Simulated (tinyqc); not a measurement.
# Changing the temperature T

Model: valley-orbit splitting of a donor ground state, with strain. Computed by tinyqc, a small Python program. Command: `OMP_NUM_THREADS=1 python tinyqc.py 3024746 3024747 out.jsonl valleyorbit sweep`. One thread of a shared host (Intel(R) Xeon(R) Processor @ 2.30GHz), about 0.01 s of CPU time with the checks.

The basis is the 1s envelope in each valley; energies are counted from the unstrained conduction-band edge. The strain is e_s (a a^T - 1/3) for the unit stress axis a, so valley j along n_j moves by Xi_u e_s w_j with w_j = (n_j.a)^2 - 1/3: +1/3 for [111] and [-1-11], -1/3 for the others.

Inputs (values chosen for the exercise, modelled on donors in germanium):
```
quantity                                     value   unit
single-valley binding energy E_0              9.87    meV
central-cell shift Lambda                     0.74    meV
coupling Delta_1                              0.93    meV
shear deformation potential Xi_u              16.7     eV
shear strain e_s                          -0.00011      -
donor density N_D                          6.6e+15  cm^-3
density-of-states mass of one valley m_e     0.221    m_0
```

Valleys: four along <111>. Stress axis: [110].

Constants: k_B = 8.617333262e-05 eV/K; m_0 = 9.1093837015e-31 kg; k_B = 1.380649e-23 J/K; h = 6.62607015e-34 J s.

Method. H_jj = -(E_0 + Lambda) + Xi_u e_s w_j; H_jk = -Delta_1 between any two valleys. z = sum over levels of exp(-(E - E_ground)/k_B T), the ground-state share being 1/z; N_c = 2 (2 pi m_e k_B T/h^2)^(3/2) sum_j exp(-(shift_j - lowest shift)/k_B T); n1 = N_c/(2 z) exp(-binding/k_B T), binding = lowest shift - E_ground; without compensation n = 2 N_D/(1 + sqrt(1 + 4 N_D/n1)) (Boltzmann statistics; p and higher states left out).

One run for each value:
```
temperature T (K)  partition sum z  share of neutral donors in the ground state  free electrons n (cm^-3)
10                          1.0407                                      0.96089                6.3242e+12
15                          1.1645                                      0.85873                1.0281e+14
23                          1.4440                                      0.69254                7.2150e+14
36                          1.8785                                      0.53234                2.4951e+15
55                          2.3388                                      0.42758                4.5637e+15
84                          2.7665                                      0.36146                5.8199e+15
130                         3.1294                                      0.31954                6.3200e+15
300                         3.5853                                      0.27892                6.5503e+15
```

Give the missing row, temperature T (K) = 200.

Computed row:
```
temperature T (K)  partition sum z  share of neutral donors in the ground state  free electrons n (cm^-3)
200                         3.4003                                      0.29409                6.4896e+15
```

Interpolating between the two neighbouring rows (the first column on a logarithmic scale, the others too where they are positive) misses most in share of neutral donors in the ground state, by 1.3 %. Over the rows, partition sum z rises from 1.04 to 3.59 (exponent d ln y / d ln x 0.28 between the first rows and 0.13 between the last); share of neutral donors in the ground state falls from 0.961 to 0.279 (exponent d ln y / d ln x -0.28 between the first rows and -0.13 between the last); free electrons n (cm^-3) rises from 6.32e12 to 6.55e15 (exponent d ln y / d ln x 6.9 between the first rows and 0.023 between the last).

Caution (rows 55.0, 84.0, 130, 200, 300): k_B T exceeds a third of E_0, so the p and higher states, left out, hold part of the bound electrons.
